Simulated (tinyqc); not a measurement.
Ellipsoidal valleys in the axes of a wafer and a channel: one step. Masses of all valleys.

Valleys with axes a along [111], [1-1-1], [-11-1] and [-1-11], one whole valley each; inverse mass tensor w = 1/mt + (1/ml - 1/mt) a a. Device axes: z = nz/|nz|, x = nx/|nx|, y = z cross x; in them a = (ax, ay, az). Confinement mass mz = 1/w_zz. In the plane w_ij is replaced by u_ij = w_ij - w_iz w_jz/w_zz (i, j = x, y); density-of-states mass md = 1/sqrt(det u); conductivity mass along x mc = 1/u_xx; ballistic transport mass mx = u_yy/det u, width mass my = 1/u_yy.

Values chosen for the exercise (near those of the L valleys of Ge; the results hold for these values, not for the real material): ml = 1.635 m0 (longitudinal mass); mt = 0.081 m0 (transverse mass); nz = (1, 1, 0) (surface normal (confinement)); nx = (1, -1, 1) (channel direction).

Question. Give mz, md, mc, mx and my.

Give: Masses (m0).

Answer.

Masses (m0):
```
valley,mz,md,mc,mx,my
[111],0.2211,0.2203,0.1138,0.2537,0.1913
[1-1-1],0.0810,0.3639,0.0906,0.2537,0.5221
[-11-1],0.0810,0.3639,1.6350,1.6350,0.0810
[-1-11],0.2211,0.2203,0.1138,0.2537,0.1913
```

mz md^2 = ml mt^2 = 0.01073 for every valley, so a heavy confinement mass comes with a small density of states. The heaviest mz is 0.221, for [111] and [-1-11].

Program tinyqc; command `OMP_NUM_THREADS=1 python tinyqc.py 1850578 1850579 out.jsonl`; about 0.02 s on one thread of a shared Intel(R) Xeon(R) Processor @ 2.30GHz.
